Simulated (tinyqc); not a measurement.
# Nanowire ballistic transistor, top-of-the-barrier model, step by step

Program tinyqc, `OMP_NUM_THREADS=1 python tinyqc.py 2400010 2400011 out.jsonl`; Intel Xeon 2.30GHz, shared host, one thread, about 0.03 s. Printed values are rounded.

At the top of the source barrier, states moving towards the drain are filled by the source (Fermi level 0) and states moving back by the drain (Fermi level -q Vd); nothing scatters. U is the shift of the band edge there, set by the capacitances CG, CD and CS (the total) and by the charge. Parabolic one-dimensional subband; the source is grounded.

Parameters, values chosen for the exercise; mass and valleys close to those of a monolayer dichalcogenide:

| symbol | value | unit | meaning |
|---|---|---|---|
| T | 300 | K | temperature |
| m | 0.513 | m0 | effective mass |
| gv | 2 |  | valley degeneracy |
| eox | 22 |  | relative permittivity of the gate insulator |
| tox | 1.9 | nm | insulator thickness |
| d | 5 | nm | wire diameter |
| aG | 0.76 |  | gate control CG/CS |
| aD | 0.038 |  | drain control CD/CS |
| E0 | 0.33 | eV | band edge at the barrier top above the source Fermi level at zero bias |
| Vg | 0.5 | V | gate voltage |
| Vd | 0.1 | V | drain voltage |

Constants: q = 1.602176634e-19 C, kB = 1.380649e-23 J/K, hbar = 1.054571817e-34 J s, h = 6.62607015e-34 J s, m0 = 9.1093837015e-31 kg, Vt = kB T/q, eps0 = 8.8541878128e-14 F/cm where lengths are in cm. Results are converted to the units shown.

## Density of states, capacitances and charge at zero bias

N0 = gv sqrt(2 m kB T/pi)/hbar, CG = 2 pi eps0 eox/ln(1 + 2 tox/d), CS = CG/aG, n0 = n at U = 0 and Vd = 0. eta1 = -(E0 + U)/Vt, eta2 = eta1 - Vd/Vt, n = (N0/2)[F_(-1/2)(eta1) + F_(-1/2)(eta2)], F_(-1/2)(x) = (1/sqrt(pi)) int_0^infinity u^(-1/2)/(1 + exp(u - x)) du. UL = -(aG Vg + aD Vd).

N0 = 6.65732e6 cm^-1
CG = 21.6502 pF/cm
CS = 28.4871 pF/cm
n0 = 19.0345 cm^-1
UL = -0.3838 eV

## Iteration 1: self-consistent potential at the barrier top

U at the start (U = UL) = -0.3838 eV

eta1 = -(E0 + U)/Vt, eta2 = eta1 - Vd/Vt, n = (N0/2)[F_(-1/2)(eta1) + F_(-1/2)(eta2)], F_(-1/2)(x) = (1/sqrt(pi)) int_0^infinity u^(-1/2)/(1 + exp(u - x)) du. U(out) = UL + q (n - n0)/CS. U(new) = U + 0.5 (U(out) - U).

eta1 = 2.08108
eta2 = -1.78710
n = 5.48566e6 cm^-1
U(out) = -0.352948 eV
U after iteration 1 = -0.368374 eV

## Iteration 2: self-consistent potential at the barrier top

As before.

eta1 = 1.48436
eta2 = -2.38381
n = 4.42395e6 cm^-1
U(out) = -0.358919 eV
U after iteration 2 = -0.363646 eV

## Course of the iteration: self-consistent potential at the barrier top

Stop when U changes by less than 1e-9 eV, or after 90 iterations.

Course of the iteration:
```
iteration     U (eV)  |change| (eV)
1          -0.368374         0.0154
2          -0.363646        4.73e-3
3          -0.362169        1.48e-3
4          -0.361704        4.65e-4
5          -0.361558        1.46e-4
6          -0.361512        4.61e-5
7          -0.361497        1.46e-5
8          -0.361493        4.59e-6
9          -0.361491        1.45e-6
10         -0.361491        4.56e-7
11         -0.361491        1.44e-7
12         -0.361491        4.54e-8
13         -0.361491        1.43e-8
14         -0.361491        4.51e-9
15         -0.361491        1.42e-9
16         -0.361491       4.49e-10
```

Converged in 16 iterations. At the end each change is about 0.32 times the one before: linear convergence.

## Current, mean velocity and share of the gate voltage

converged U = -0.361491 eV

N0 = gv sqrt(2 m kB T/pi)/hbar, CG = 2 pi eps0 eox/ln(1 + 2 tox/d), CS = CG/aG, n0 = n at U = 0 and Vd = 0. eta1 = -(E0 + U)/Vt, eta2 = eta1 - Vd/Vt, n = (N0/2)[F_(-1/2)(eta1) + F_(-1/2)(eta2)], F_(-1/2)(x) = (1/sqrt(pi)) int_0^infinity u^(-1/2)/(1 + exp(u - x)) du. I = gv (2 q^2/h) Vt [ln(1 + exp eta1) - ln(1 + exp eta2)]. Mean velocity I/(q n). CQ = (q/Vt) dn/d(eta1); the band edge follows the gate as -dU/dVg = aG/(1 + CQ/CS).

eta1 = 1.21812
n = 3.96666e6 cm^-1
I = 5.64444 uA
mean velocity = 8.88147e6 cm/s
CQ = 10.5190 pF/cm
-dU/dVg = 0.555046 eV/V

The carriers from the source are near degeneracy (eta1 = 1.22), and the mean velocity is 1.18 times vT = sqrt(2 kB T/(pi m)) = 7.51e6 cm/s.
